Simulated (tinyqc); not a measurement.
Inside a calculation. Method: RHF in the 6-31g basis, for He, spin multiplicity 1. One step of it, computed by the program tinyqc.

Question. Iteration 2: diagonalisation and new density. Diagonalise F' = X^T F X, C = X C', fill 1 alpha and 1 beta electrons from the bottom; D = 2 C_occ C_occ^T. Each column has its largest component positive (the first on a tie).

extrapolated F (hartree):
```
           1He 1s     1He 2s
1He 1s  -0.502206  -0.881747
1He 2s  -0.881747  -0.379798
```

X:
```
                1         2
1He 1s   1.169047  0.553145
1He 2s  -1.169047  0.553145
```

Give: F' = X^T F X; orbital energies; coefficients C; D after iteration 2.

Answer.

F' = X^T F X (hartree):
```
        1       2
1   1.205  -0.079
2  -0.079  -0.809
```

orbital energies (hartree): MO1 -0.813, MO2 1.208

coefficients C:
```
          MO1     MO2
1He 1s  0.599  -1.146
1He 2s  0.507   1.190
```

D after iteration 2:
```
        1He 1s  1He 2s
1He 1s   0.717   0.607
1He 2s   0.607   0.514
```
